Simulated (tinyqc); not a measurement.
Inside a calculation. Method: UHF in the 3-21g basis, for H-, spin multiplicity 1. The basis has no diffuse functions, so it cannot describe the extra electron: this is an exercise in the method, not the real anion. Computed by tinyqc, a small Python program that keeps every step (integrals from PySCF). Settings: charge = -1, multiplicity = 1, basis = 3-21g, energy threshold = 1e-10, iteration cap = 74, orthogonalisation = symmetric, start = core, DIIS depth = 4, method = UHF, break = 0.2. Command: `OMP_NUM_THREADS=1 python tinyqc.py 27620 27621 out.jsonl` (the two numbers bound the seeds that draw the settings). One thread of a shared host (Intel(R) Xeon(R) Processor @ 2.60GHz), about 0.07 s of CPU time with the checks. Later iterations appear only in the table of the cycle.

## One-electron integrals

Geometry (angstrom):
```
atom         x         y         z
H     0.000000  0.000000  0.000000
```

Basis 3-21g: exponents (1/bohr^2) and contraction coefficients of normalised primitives:
```
element  l (shell)  exponent  coefficient
H            s (1)  5.447178     0.156285
H            s (1)  0.824547     0.904691
H            s (2)  0.183192     1.000000
```

Overlap, kinetic and nuclear-attraction integrals over the contracted functions; the nuclear repulsion is the sum of Za Zb / Rab.

nuclear repulsion = 0 hartree

overlap S:
```
          1H 1s     1H 2s
1H 1s  1.000000  0.645899
1H 2s  0.645899  1.000000
```

kinetic energy T (hartree):
```
          1H 1s     1H 2s
1H 1s  1.549405  0.293152
1H 2s  0.293152  0.274788
```

nuclear attraction V (hartree):
```
           1H 1s      1H 2s
1H 1s  -1.720918  -0.782663
1H 2s  -0.782663  -0.683004
```

core Hamiltonian H = T + V (hartree):
```
           1H 1s      1H 2s
1H 1s  -0.171513  -0.489511
1H 2s  -0.489511  -0.408216
```

## Two-electron integrals

Functions are numbered as in S; the eight-fold symmetry (ij|kl) = (ji|kl) = (kl|ij) leaves the list below.

Two-electron integrals (ij|kl) in chemists' order, unique and non-zero (hartree):
```
(11|11) 1.140145   (21|11) 0.611403   (21|21) 0.345152   (22|11) 0.626370
(22|21) 0.380329   (22|22) 0.482957
```

## Orthogonalisation

S = U s U^T; symmetric (Loewdin) form X = U s^(-1/2) U^T, so that X^T S X = 1.

eigenvalues of S: 0.354101  1.645899

X:
```
           1H 1s      1H 2s
1H 1s   1.229980  -0.450512
1H 2s  -0.450512   1.229980
```

## Starting guess

The start is the orbitals of the core Hamiltonian, with HOMO and LUMO mixed by +/-0.2 rad for the two spins; D(s) = C_occ C_occ^T for each spin.

D(alpha) at the start:
```
          1H 1s     1H 2s
1H 1s  0.378718  0.298642
1H 2s  0.298642  0.235497
```

D(beta) at the start:
```
          1H 1s     1H 2s
1H 1s  0.013578  0.107294
1H 2s  0.107294  0.847819
```

## Iteration 1: building the Fock matrix

J_ij = sum D_kl (ij|kl) with D = D(alpha) + D(beta), K_ij = sum D_kl (ik|jl) for each spin; F = H + J - K(s); E = tr D H + tr D J / 2 - 0.5 sum_s tr D(s) K(s) + E_nn.

Coulomb J (hartree):
```
          1H 1s     1H 2s
1H 1s  1.622213  0.932088
1H 2s  0.932088  1.077697
```

exchange K(alpha) (hartree):
```
          1H 1s     1H 2s
1H 1s  0.878257  0.611253
1H 2s  0.611253  0.471615
```

exchange K(beta) (hartree):
```
          1H 1s     1H 2s
1H 1s  0.439308  0.434991
1H 2s  0.434991  0.495761
```

F(alpha) (hartree):
```
           1H 1s      1H 2s
1H 1s   0.572443  -0.168676
1H 2s  -0.168676   0.197866
```

F(beta) (hartree):
```
          1H 1s     1H 2s
1H 1s  1.011391  0.007586
1H 2s  0.007586  0.173720
```

total energy of this density = -0.29082193 hartree

## Iteration 1: diagonalisation and new density

Diagonalise F' = X^T F X, C = X C', fill 1 alpha and 1 beta electrons from the bottom; D(s) = C_occ C_occ^T. Each column has its largest component positive (the first on a tie).

F' = X^T F X (alpha) (hartree):
```
           1          2
1   1.093114  -0.716260
2  -0.716260   0.602459
```

orbital energies (alpha) (hartree): MO1 0.090677, MO2 1.604895

coefficients C (alpha):
```
            MO1        MO2
1H 1s  0.348510   1.262677
1H 2s  0.738854  -1.081622
```

F' = X^T F X (beta) (hartree):
```
           1          2
1   1.556936  -0.643679
2  -0.643679   0.459678
```

orbital energies (beta) (hartree): MO1 0.162543, MO2 1.854070

coefficients C (beta):
```
            MO1        MO2
1H 1s  0.106474   1.305555
1H 2s  0.927920  -0.924541
```

D(alpha) after iteration 1:
```
          1H 1s     1H 2s
1H 1s  0.121459  0.257498
1H 2s  0.257498  0.545905
```

D(beta) after iteration 1:
```
          1H 1s     1H 2s
1H 1s  0.011337  0.098799
1H 2s  0.098799  0.861035
```

## Iteration 2: building the Fock matrix

As before.

Coulomb J (hartree):
```
          1H 1s     1H 2s
1H 1s  1.468354  0.862246
1H 2s  0.862246  1.033691
```

exchange K(alpha) (hartree):
```
          1H 1s     1H 2s
1H 1s  0.641772  0.532050
1H 2s  0.532050  0.501439
```

exchange K(beta) (hartree):
```
          1H 1s     1H 2s
1H 1s  0.430926  0.430394
1H 2s  0.430394  0.494908
```

F(alpha) (hartree):
```
           1H 1s      1H 2s
1H 1s   0.655070  -0.159314
1H 2s  -0.159314   0.124036
```

F(beta) (hartree):
```
           1H 1s      1H 2s
1H 1s   0.865915  -0.057658
1H 2s  -0.057658   0.130567
```

total energy of this density = -0.38492900 hartree

## Iteration 2: DIIS over 2 matrices

error matrix X^T (FDS - SDF) X (alpha):
```
           1         2
1   0.000000  0.100567
2  -0.100567  0.000000
```

B (overlaps of the stored error matrices):
```
               1              2
1  2.0792819e-01  6.3344975e-02
2  6.3344975e-02  2.6458938e-02
```

Minimise |sum c_i e_i|^2 with sum c_i = 1: solve [B -1; -1 0][c; lambda] = [0; -1] with B_ij = tr e_i^T e_j summed over both spins, and take F = sum c_i F_i.

DIIS coefficients: -0.342498  1.342498

extrapolated F(alpha) (hartree):
```
           1H 1s      1H 2s
1H 1s   0.683369  -0.156108
1H 2s  -0.156108   0.098750
```

extrapolated F(beta) (hartree):
```
           1H 1s      1H 2s
1H 1s   0.816090  -0.080004
1H 2s  -0.080004   0.115788
```

## Iteration 2: diagonalisation and new density

As before.

F' = X^T F X (alpha) (hartree):
```
           1          2
1   1.226883  -0.701240
2  -0.701240   0.461096
```

orbital energies (alpha) (hartree): MO1 0.045025, MO2 1.642954

coefficients C (alpha):
```
            MO1        MO2
1H 1s  0.240184   1.287681
1H 2s  0.827911  -1.015074
```

F' = X^T F X (beta) (hartree):
```
           1          2
1   1.346787  -0.653645
2  -0.653645   0.429468
```

orbital energies (beta) (hartree): MO1 0.089616, MO2 1.686639

coefficients C (beta):
```
            MO1        MO2
1H 1s  0.167685   1.299113
1H 2s  0.883465  -0.967110
```

D(alpha) after iteration 2:
```
          1H 1s     1H 2s
1H 1s  0.057689  0.198851
1H 2s  0.198851  0.685436
```

D(beta) after iteration 2:
```
          1H 1s     1H 2s
1H 1s  0.028118  0.148144
1H 2s  0.148144  0.780510
```

## Iteration 7 (converged): orbitals

converged F(alpha) (hartree):
```
           1H 1s      1H 2s
1H 1s   0.754879  -0.113830
1H 2s  -0.113830   0.116972
```

converged F(beta) (hartree):
```
           1H 1s      1H 2s
1H 1s   0.754879  -0.113830
1H 2s  -0.113830   0.116972
```

As before.

F' = X^T F X (alpha) (hartree):
```
           1          2
1   1.291910  -0.678421
2  -0.678421   0.456323
```

orbital energies (alpha) (hartree): MO1 0.077369, MO2 1.670864

coefficients C (alpha):
```
            MO1        MO2
1H 1s  0.206501   1.293510
1H 2s  0.854116  -0.993125
```

F' = X^T F X (beta) (hartree):
```
           1          2
1   1.291910  -0.678421
2  -0.678421   0.456323
```

orbital energies (beta) (hartree): MO1 0.077369, MO2 1.670864

coefficients C (beta):
```
            MO1        MO2
1H 1s  0.206501   1.293510
1H 2s  0.854116  -0.993125
```

D(alpha) after iteration 7:
```
          1H 1s     1H 2s
1H 1s  0.042643  0.176376
1H 2s  0.176376  0.729515
```

D(beta) after iteration 7:
```
          1H 1s     1H 2s
1H 1s  0.042643  0.176376
1H 2s  0.176376  0.729515
```

## Convergence

Stop when the energy changes by less than 1e-10 hartree and every element of the error matrix X^T (F D S - S D F) X (for each spin) is below 3e-06.

Course of the cycle:
```
iteration  E (hartree)     change  largest element of the error matrix
1          -0.29082193          -                             3.22e-01
2          -0.38492900  -9.41e-02                             1.01e-01
3          -0.39909739  -1.42e-02                             2.62e-02
4          -0.40041971  -1.32e-03                             6.49e-04
5          -0.40042016  -4.51e-07                             1.74e-04
6          -0.40042020  -3.48e-08                             2.24e-06
7          -0.40042020  -4.52e-12                             5.98e-09
```

PySCF UHF in the same basis, after a stability check = -0.40042020 hartree

Converged in 7 iterations.

## Populations

Mulliken: Z minus the diagonal of D S on the atom; Loewdin: the same with S^(1/2) D S^(1/2).

Charges (e):
```
atom   Mulliken    Loewdin  Mulliken spin
1H    -1.000000  -1.000000              0
```

<S^2> of the determinant (pure state: 0) = 0.000000
